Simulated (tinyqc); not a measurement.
# Global model of a low-pressure process discharge: electron temperature, density, ion flux and ion energy, step by step

A worked calculation. Computed by tinyqc, a small Python program that keeps every step. Command: `OMP_NUM_THREADS=1 python tinyqc.py 3113264 3113265 out.jsonl plasma walk`. One thread of a shared host (Intel(R) Xeon(R) Processor @ 2.30GHz), about 0.01 s of CPU time with the checks. Intermediate numbers are printed to about 7 digits and carried at full precision; extremes and crossings named in words are read from the listed rows.

Maxwellian electrons with temperature T_e in eV, one positive ion, no negative ions, uniform bulk density n; rate constants have the Arrhenius form.

Inputs (values chosen for the exercise, of the order of those of an inductive discharge in a simple atomic gas):
```
quantity,value,unit
ion mass M,28,u
ionisation prefactor K0,6.4e-14,m^3/s
ionisation energy E_iz,13.7,eV
excitation prefactor X0,1.7e-14,m^3/s
excitation energy E_ex,8.63,eV
elastic rate constant K_el,8.3e-14,m^3/s
ion-neutral cross section,6.4e-19,m^2
pressure p,1.8,Pa
gas temperature T_g,400,K
radius R,12,cm
height L,5.4,cm
absorbed power P,500,W
bias power P_b,87,W
radius of the biased electrode,7.5,cm
bias frequency,2,MHz
mixing,0.2,-
```

Constants: k_B = 1.380649e-23 J/K; e = 1.602176634e-19 C; u = 1.6605390666e-27 kg; m_0 = 9.1093837015e-31 kg; eps_0 = 8.8541878128e-12 F/m.

## Geometry factors

n_g = p/(k_B T_g); lambda_i = 1/(n_g sigma); h_L = 0.86/sqrt(3 + L/(2 lambda_i)), h_R = 0.8/sqrt(4 + R/lambda_i); A_eff = 2 pi R^2 h_L + 2 pi R L h_R; d_eff = pi R^2 L/A_eff.

gas density n_g = 3.259337e+20 1/m^3

ion mean free path = 0.4793920 cm

h_L = 0.2927112

h_R = 0.1484751

A_eff = 325.2906 cm^2

d_eff = 7.509908 cm

## A fixed-point cycle for T_e

Particle balance: K0 exp(-E_iz/T_e) n_g d_eff = u_B, u_B = sqrt(e T_e/M). Cycle: T_out = T sqrt(loss/creation) with loss/creation = u_B/(K0 exp(-E_iz/T) n_g d_eff); T -> T + mixing (T_out - T), kept between 0.3 and 60 eV, from 3 eV; stop at |T_out - T| < 1e-9 eV or after 60 steps.

Course:
```
step,T (eV),T_out (eV),residual (eV)
0,3.000000,1.333198,-1.666802e+00
1,2.666640,1.530786,-1.135853e+00
2,2.439469,1.739670,-6.997992e-01
3,2.299509,1.916974,-3.825351e-01
4,2.223002,2.035972,-1.870298e-01
5,2.185596,2.101179,-8.441676e-02
6,2.168713,2.132307,-3.640562e-02
...,...,...,...
20,2.156166,2.156166,-1.663676e-07
21,2.156166,2.156166,-6.897814e-08
22,2.156166,2.156166,-2.859923e-08
23,2.156166,2.156166,-1.185761e-08
24,2.156166,2.156166,-4.916318e-09
25,2.156166,2.156166,-2.038368e-09
26,2.156166,2.156166,-8.451346e-10
```

last residual = 8.451346e-10 eV

Converged in 27 steps.

## Electron temperature

Root found by bracketing.

T_e = 2.156166 eV

Bohm velocity u_B = 2725.792 m/s

K_iz = 1.113599e-16 m^3/s

## Energy per pair and density

E_c = E_iz + (X0 exp(-E_ex/T_e) E_ex + K_el (3 m_0/M) T_e)/K_iz; wall potential V_s = (T_e/2) ln(M/(2 pi m_0)); E_T = E_c + 2 T_e + T_e/2 + V_s; n = P/(e u_B A_eff E_T); ion current density J = e h_L n u_B; ionised share n/n_g.

collisional loss per pair E_c = 37.86457 eV

wall potential V_s = 9.705447 V

E_T = 52.96043 eV

plasma density n = 6.645749e+11 1/cm^3

ion current density J = 8.495450 mA/cm^2

ionised share = 0.002038988

Collisions take 71 % of the power and the walls the rest. T_e came from the particle balance alone; the power sets only n.

## Biased electrode

All bias power goes to ions: V_b = P_b/(J pi r^2). Debye length at the sheath edge lambda_D = sqrt(eps_0 T_e/(e h_L n)); Child-law sheath s = (sqrt2/3) lambda_D (2 V/T_e)^(3/4), V = V_b + V_s; ion transit time tau_i = 3 s sqrt(M/(2 e V)); collisions in the sheath s/lambda_i.

bias voltage V_b = 57.95094 V

lambda_D = 24.74962 micrometre

sheath width s = 0.2601386 mm

ion transit time = 36.14141 ns

transit time over bias period = 0.07228281

s/lambda_i = 0.05426428

Ions cross within a small part of a period and sample the instantaneous voltage: a broad, two-peaked energy distribution. The sheath is nearly free of collisions.

## Pressure series at fixed power

n_g = p/(k_B T_g), lambda_i = 1/(n_g sigma), K_iz = K0 exp(-E_iz/T_e), h_L = 0.86/sqrt(3 + L/(2 lambda_i)), h_R = 0.8/sqrt(4 + R/lambda_i), A_eff = 2 pi R^2 h_L + 2 pi R L h_R and d_eff = pi R^2 L/A_eff follow p. E_c = E_iz + (X0 exp(-E_ex/T_e) E_ex + K_el (3 m_0/M) T_e)/K_iz; E_T = E_c + (5/2) T_e + (T_e/2) ln(M/(2 pi m_0)); n = P/(e u_B A_eff E_T); J = e h_L n u_B. Pressures without a root below 2 E_iz are left out.

Against pressure:
```
p (Pa),T_e (eV),E_c (eV),E_T (eV),n (1/cm^3),J (mA/cm^2)
0.1,5.649924,19.3282,58.8848,2.115416e+11,7.066001
0.2,4.101869,21.5988,50.3170,3.090933e+11,8.408904
0.5,3.008184,26.0881,47.1492,4.443809e+11,9.227251
1.0,2.486318,31.3616,48.7689,5.587329e+11,9.102266
2.0,2.105032,39.2926,54.0305,6.841166e+11,8.343784
5.0,1.737985,56.4341,68.6022,8.519566e+11,6.653068
10.0,1.530942,77.4805,88.1990,9.621474e+11,5.199960
20.0,1.366516,109.7200,119.2873,1.044022e+12,3.854731
```

T_e falls from 5.65 to 1.37 eV, n changes by a factor 4.9 and J by 0.55; in J = P h_L/(A_eff E_T), E_T changes by a factor 2.03 and is least at 0.5 Pa, between wall losses at high T_e and excitation losses at low T_e.

Checks made by the program: cycle against bracketing (relative difference 1e-10).
